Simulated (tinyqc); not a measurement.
# From one set of inputs to another, one input at a time

Model: strain-driven roughening and islands of a mismatched epitaxial film. Computed by tinyqc, a small Python program. Command: `OMP_NUM_THREADS=1 python tinyqc.py 3009559 3009560 out.jsonl island ladder`. One thread of a shared host (Intel(R) Xeon(R) Processor @ 2.30GHz), about 0.01 s of CPU time with the checks.

Film and substrate share isotropic elastic constants; the film is coherent and biaxially strained.

The inputs printed are set A. Set A is modelled on InAs on InP; the values taken over come from a set modelled on InAs on GaAs. Inputs not listed in the table keep their values of set A, so the rows need not describe a real material.

Inputs (values chosen for the exercise, modelled on InAs on InP):

| quantity | value | unit |
|---|---|---|
| misfit \|f\| | 0.0315 | - |
| shear modulus G | 30.3 | GPa |
| Poisson ratio nu | 0.28 | - |
| surface energy gamma | 0.665 | J/m^2 |
| contact angle of the shallow shape theta_1 | 9.7 | degrees |
| contact angle of the steep shape theta_2 | 28.8 | degrees |
| facet energy of shape 1 over gamma | 1.006 | - |
| facet energy of shape 2 over gamma | 1.055 | - |
| wetting energy gamma_s - gamma | 0.17 | J/m^2 |
| decay length of wetting delta | 0.41 | nm |
| surface mobility D_s nu_s Omega^2/(k_B T) | 1.3e-33 | m^6/(J s) |
| island volume V | 8900 | nm^3 |

Transport: surface diffusion.

Constants: e = 1.602176634e-19 C.

Method:
- M = 2 G (1 + nu)/(1 - nu); stress = M f; energy density w = M f^2.
- A ripple A cos(k x) has the surface chemical potential per volume [gamma k^2 - 2 (1 + nu) w k] A cos(k x), so k_c = 2 (1 + nu) w/gamma. With surface diffusion the amplitude grows at the rate q = B k^2 [2 (1 + nu) w k - gamma k^2], fastest at k_m = (3/4) k_c. B is the surface mobility.
- The surface energy depends on thickness as gamma + (gamma_s - gamma) exp(-h/delta). Its curvature adds W2 = (gamma_s - gamma) exp(-h/delta)/delta^2 to the restoring terms; the flat film is stable while W2 > (1 + nu)^2 w^2/gamma, which gives h_c = delta ln[(gamma_s - gamma) gamma/(delta^2 (1 + nu)^2 w^2)], or 0 if negative.
- Shallow faceted island (Tersoff form): E = 4 Gam V^(2/3) tan^(1/3)(theta) - 6 c V tan(theta), Gam = gamma [x/sin(theta) - 1/tan(theta)], x the facet energy over gamma, c = stress^2 (1 - nu)/(2 pi G).
- The barrier is the maximum of E, at V_c = [4 Gam/(9 c)]^3 / tan^2(theta) (1 GPa nm = 1 J/m^2).
- The two energies cross at V_x^(1/3) = 4 [Gam_2 t2^(1/3) - Gam_1 t1^(1/3)]/(6 c (t2 - t1)), t = tan(theta); mu = dE/dV.

Each row keeps all changes above it:

| input moved | from | to | fastest wavelength (nm) | wetting-layer thickness h_c (nm) | crossing volume V_x (nm^3) |
|---|---|---|---|---|---|
| set A | - | - | 20.36 | 1.468 | 258.3 |
| misfit \|f\| | 0.0315 | 0.0716 | 3.94 | 0.122 | 1.9 |
| contact angle of the steep shape theta_2 (degrees) | 28.8 | 23.5 | 3.94 | 0.122 | 3.1 |
| facet energy of shape 2 over gamma | 1.055 | 1.036 | 3.94 | 0.122 | 1.7 |
| surface energy gamma (J/m^2) | 0.665 | 0.717 | 4.25 | 0.153 | 2.1 |
| shear modulus G (GPa) | 30.3 | 28.7 | 4.49 | 0.197 | 2.5 |
| wetting energy gamma_s - gamma (J/m^2) | 0.17 | 0.48 | 4.49 | 0.623 | 2.5 |
| contact angle of the shallow shape theta_1 (degrees) | 9.7 | 12.6 | 4.49 | 0.623 | 3.4 |

Where does the difference come from?

Fastest wavelength goes from 20.4 to 4.49, a factor 0.220 in all. The largest single move comes from misfit |f| (a factor 0.194). Wetting-layer thickness h_c goes from 1.47 to 0.623, a factor 0.424 in all. The largest single move comes from misfit |f| (a factor 0.0829), and wetting energy gamma_s - gamma works against it (a factor 3.16). Crossing volume V_x goes from 258 to 3.44, a factor 0.0133 in all. The largest single move comes from misfit |f| (a factor 0.00725), and contact angle of the steep shape theta_2 works against it (a factor 1.65). The single moves hold for this order of the switches; the total does not depend on the order.

Caution (rows set A, misfit |f|): the shallow-slope form overstates the relaxation of facets steeper than about 25 degrees. Caution (rows misfit |f|, contact angle of the steep shape theta_2, facet energy of shape 2 over gamma, surface energy gamma, shear modulus G, wetting energy gamma_s - gamma, contact angle of the shallow shape theta_1): a wavelength of a few nanometres is at the limit of continuum theory, where steps and facets rule. Caution (rows misfit |f|, contact angle of the steep shape theta_2, facet energy of shape 2 over gamma, surface energy gamma, shear modulus G, wetting energy gamma_s - gamma, contact angle of the shallow shape theta_1): a critical volume below 1 nm^3 holds fewer than a hundred atoms, so a continuum barrier there has no physical meaning. Caution (rows misfit |f|, contact angle of the steep shape theta_2, facet energy of shape 2 over gamma, surface energy gamma, shear modulus G, wetting energy gamma_s - gamma, contact angle of the shallow shape theta_1): a crossing volume under 5 nm^3 is too small for these continuum energies.

Extremes, crossings and ranges named in words are read from the listed rows.
